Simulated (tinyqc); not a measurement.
Tight binding, honeycomb lattice, step by step. Computed by tinyqc, a small Python program that keeps every step. Settings: t1 = 2.73, t2 = 0, phi = 2.42, delta = 0, points = 5. Command: `OMP_NUM_THREADS=1 python tinyqc.py 25355 25356 out.jsonl` (the two numbers bound the seeds that draw the settings). One thread of a shared host (Intel(R) Xeon(R) Processor @ 2.60GHz), about 0.01 s of CPU time with the checks.

## Bloch Hamiltonian at k

Parameters chosen for this model:

| parameter | value | unit |
|---|---|---|
| t1 | 2.730000 | eV, nearest |
| t2 | 0 | eV, second neighbours |
| phi | 2.420000 | rad, phase of t2 (Haldane) |
| delta | 0 | eV, +/- on A and B |

k point k (fractions of the reciprocal vectors): 0.2100  -0.2400

H_AB = -t1 (1 + exp(-i k.a1) + exp(-i k.a2)); H_AA = delta - 2 t2 sum cos(k.b + phi), H_BB = -delta - 2 t2 sum cos(k.b - phi), b = a1, a2 - a1, -a2.

H(k) at k (eV):
```
                 A                B
A           0.0000  -3.5803-0.0804i
B  -3.5803+0.0804i           0.0000
```

## Levels at k

Diagonalise the Hermitian matrix.

eigenvalues (eV): -3.5812  3.5812

weights |c|^2 of the basis functions:
```
   band 1  band 2
A  0.5000  0.5000
B  0.5000  0.5000
```

## Bloch Hamiltonian at K

k point K (fractions of the reciprocal vectors): 0.3333  0.6667

As before.

H(k) at K (eV):
```
        A       B
A  0.0000  0.0000
B  0.0000  0.0000
```

## Levels at K

As before.

eigenvalues (eV): 0.0000  0.0000

## Bands along a path

The same steps at evenly spaced points between the labelled ones.

Bands along the path (eV):

| k | band 1 | band 2 |
|---|---|---|
| G | -8.1900 | 8.1900 |
| G-K 0.25 | -7.4585 | 7.4585 |
| G-K 0.50 | -5.4600 | 5.4600 |
| G-K 0.75 | -2.7300 | 2.7300 |
| K | 0 | 0 |
| K-M 0.25 | -1.1308 | 1.1308 |
| K-M 0.50 | -1.9985 | 1.9985 |
| K-M 0.75 | -2.5440 | 2.5440 |
| M | -2.7300 | 2.7300 |
| M-K' 0.25 | -2.5440 | 2.5440 |
| M-K' 0.50 | -1.9985 | 1.9985 |
| M-K' 0.75 | -1.1308 | 1.1308 |
| K' | 0 | 0 |

With 1 band(s) filled, the highest filled level on these points lies at K and the lowest empty one at K: the bands touch or overlap, so there is no gap.
